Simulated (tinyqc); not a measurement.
Inside a calculation: plasmons of a degenerate electron gas in the random-phase approximation. Values are carried at full precision from step to step, so a last printed digit may differ when a step is redone from the rounded ones.

Zero temperature, parabolic band: kF = (3 pi^2 n)^(1/3), EF = c kF^2/m, Ep^2 = 8 pi c e2 n/(m eb), qTF^2 = 6 pi e2 n/(eb EF), c = hbar^2/2m0, e2 = e^2/(4 pi eps0), n in 1/angstrom^3 (1e-24 per 1/cm^3).

Constants: hbar^2/2m0 = 3.80998211 eV angstrom^2; e^2/(4 pi eps0) = 14.39964547 eV angstrom; a0 (Bohr radius) = 0.5291772105 angstrom.

Values chosen for the exercise (a free-electron density near that of Li; not measured data): n = 4.61e+22 1/cm^3 (electron density); m = 1 m0 (mass); eb = 1 (background dielectric constant); q = 1.6 1/angstrom (wave vector); E = 5.33 eV (energy transfer); qp = 0.868 1/angstrom (wave vector of the plasmon).

## Scales of the gas

Also rs = (3/(4 pi n))^(1/3) m/(a0 eb).

kF = 1.1093 1/angstrom
EF = 4.6882 eV
Ep = 7.9727 eV
qTF = 1.6337 1/angstrom
hbar vF = 8.4527 eV angstrom
rs = 3.269

Ep/EF = 1.701. With rs above 1 exchange and correlation, left out here, lower the dispersion noticeably.

## The dielectric function at one point

Lindhard function: eps(q, E)/eb = 1 + (qTF/q)^2 (f1 + i f2) with z = q/(2 kF), u = E/(hbar vF q), hbar vF = 2 c kF/m; f1 = 1/2 + [h(z - u) + h(z + u)]/(8 z), h(x) = (1 - x^2) ln|(x + 1)/(x - 1)|; f2 = pi u/2 for z + u < 1, (pi/(8 z))(1 - (z - u)^2) for |z - u| < 1 < z + u, else 0. Pairs exist for c (q^2 - 2 q kF)/m < E < c (q^2 + 2 q kF)/m.

Give also the loss function Im(-eb/eps).

z, u: 0.7212  0.3941

f1, f2: 0.4821  0.4863

eps/eb = 1.503+0.507i
loss function = 0.202

The point lies inside the pair continuum, so eps has an imaginary part.

## The plasmon at one wave vector

Solve f1 (qTF/q)^2 = -1 above the continuum, and compare with E^2 = Ep^2 + (3/5)(hbar vF q)^2 + (c q^2/m)^2.

top of the continuum = 10.21 eV
plasmon energy = 10.72 eV
short formula = 10.20 eV

The plasmon lies 0.5076 eV above the continuum and 34.4 % above Ep; the short formula errs by -4.78 %.

## Where Landau damping starts

Find qc at which the plasmon meets the top of the continuum, eps(qc, c (qc^2 + 2 qc kF)/m) = 0, and compare with Ep/(hbar vF).

qc = 0.9727 1/angstrom
qc/kF = 0.877
energy there = 11.83 eV
Ep/(hbar vF) = 0.9432 1/angstrom

The simple estimate is 0.970 times qc.

## Checks

- F-sum of the loss function at q = 1.3 qc over (pi/2) Ep^2 against 1: both 1.00.
- f1 at E = 0 and z = 0.6 against the static Lindhard function: both 0.86968.

Program tinyqc; command `OMP_NUM_THREADS=1 python tinyqc.py 1680251 1680252 out.jsonl`; about 0.01 s on one thread of a shared Intel(R) Xeon(R) Processor @ 2.30GHz.
